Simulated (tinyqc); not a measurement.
# Order-disorder in a binary alloy on two sublattices: Bragg-Williams and pair (quasi-chemical) approximations, step by step

A worked calculation. Computed by tinyqc, a small Python program that keeps every step. Command: `OMP_NUM_THREADS=1 python tinyqc.py 3030022 3030023 out.jsonl order walk`. One thread of a shared host (Intel(R) Xeon(R) Processor @ 2.30GHz), about 0.01 s of CPU time with the checks. Intermediate numbers are printed to about 6 digits and carried at full precision; extremes and crossings named in words are read from the listed rows.

All z = 6 neighbours of a site lie on the other sublattice. B fills the sublattices with x + eta/2 and x - eta/2; energies are per site, from the pure components: u = -z w y with y the probability of an A-B bond taken in one order.

Inputs (values chosen for the exercise, for a model alloy): ordering energy w = (e_AA + e_BB)/2 - e_AB = 52.7 meV; fraction x of B = 0.5; temperature T = 1020 K.

Lattice: simple cubic (z = 6). Method: Newton steps.

scattering factors f_A, f_B (electrons): 22  62

Constants: k_B = 8.617333262e-05 eV/K.

## Critical temperatures

Bragg-Williams: k_B T_c = 2 z w x (1 - x). Pair approximation at x = 1/2: k_B T_c = w/ln(z/(z - 2)).

T_c, Bragg-Williams = 1834.67 K

T_c, pair approximation at x = 1/2 = 1508.29 K

At x = 1/2 the pair value is 0.822 of the Bragg-Williams one; the ratio tends to 1 as z grows.

## Long-range order, Bragg-Williams

Bragg-Williams: u = -z w [x (1 - x) + eta^2/4]; minimising f gives ln[a (1 - b)/(b (1 - a))] = 2 z w eta/(k_B T) =: ln Q, a = x + eta/2, b = x - eta/2. For given Q this is a quadratic for eta, (Q - 1) eta^2/4 - (Q + 1) eta/2 + (Q - 1) x (1 - x) = 0, smaller root: the map eta -> phi(eta). Newton steps on phi(eta) - eta, with the slope by central differences of 1e-6; start at 0.999 times 2x; stop when |phi - eta| < 1e-10.

Iteration:
```
step       eta  phi(eta)     phi - eta
1     0.999000  0.946484  -5.25158e-02
2     0.934376  0.932947  -1.42839e-03
3     0.932513  0.932512  -1.35987e-06
4     0.932511  0.932511  -1.24112e-12
```

order parameter eta = 0.932511

last residual = 1.24112e-12

Converged: eta is 93.3 % of its largest value 2x.

## Energy, entropy and site fractions

a = x + eta/2, b = x - eta/2; u = -z w [x (1 - x) + eta^2/4]; s/k_B = [s2(a) + s2(b)]/2, s2(c) = -c ln c - (1 - c) ln(1 - c); gain on ordering = f(eta) - f(0), f = u - T s. Superlattice over fundamental intensity = [eta (f_B - f_A)/2]^2/[(1 - x) f_A + x f_B]^2.

B fraction on its own sublattice = 0.966256

B fraction on the A sublattice = 0.0337443

energy u = -147.790 meV/site

entropy s = 0.147526 k_B/site

gain on ordering = -20.7817 meV/site

intensity ratio = 0.197183

The antisite fraction is 0.0337; the dilute estimate exp(-z w/(k_B T)) gives 0.0274.

## Short-range order at the Bragg-Williams T_c

Quasi-chemical disordered state, with T here the Bragg-Williams T_c and not the input T: y^2/[(1 - x - y)(x - y)] = exp(2 w/(k_B T)) =: E, so y = 2 x (1 - x)/(1 + r), r = sqrt(1 - 4 x (1 - x)(1 - 1/E)); Warren-Cowley alpha = 1 - y/(x (1 - x)); u = -z w y.

bond probability y = 0.291285

alpha of the disordered state at the Bragg-Williams T_c = -0.165140

energy of the disordered state = -92.1043 meV/site

Short-range order already holds 17 % of the full ordering energy z w x^2, counted from the random alloy at -z w x (1 - x); Bragg-Williams puts none there.

## Both approximations at x = 1/2

At x = 1/2 the alloy is an Ising model with K = w/(2 k_B T). Bragg-Williams: eta = tanh(z K eta), neighbour correlation -eta^2. Pair: h = (z - 1) artanh(tanh K tanh h), eta = tanh(z h/(z - 1)), correlation -(tanh K + tanh^2 h)/(1 + tanh K tanh^2 h). T is given in units of the Bragg-Williams T_c at x = 1/2, z w/(2 k_B).

Order and neighbour correlation:
```
T/T_c    T (K)  eta, Bragg-Williams  correlation, Bragg-Williams  eta, pair  correlation, pair
0.30    550.40             0.997414                    -0.994834   0.997285          -0.994637
0.45    825.60             0.973976                    -0.948629   0.968967          -0.941778
0.55   1009.07             0.935529                    -0.875215   0.913870          -0.848672
0.65   1192.54             0.872065                    -0.760498   0.803082          -0.688371
0.75   1376.01             0.775516                    -0.601426   0.575318          -0.442352
0.85   1559.47             0.629501                    -0.396272   0.000000          -0.193604
0.95   1742.94             0.379485                    -0.144009   0.000000          -0.173661
1.10   2018.14             0.000000                     0.000000   0.000000          -0.150366
1.50   2752.01             0.000000                     0.000000   0.000000          -0.110656
```

The pair approximation loses long-range order between T/T_c = 0.75 and 0.85, at 1508 K, and keeps a correlation of -0.111 in the last row. At its own T_c the correlation is -1/(z - 1) = -0.200, so the fewer the neighbours, the more of the ordering energy is released above T_c.

Checks made by the program: eta against bracketed root finding (relative difference below 1e-10).
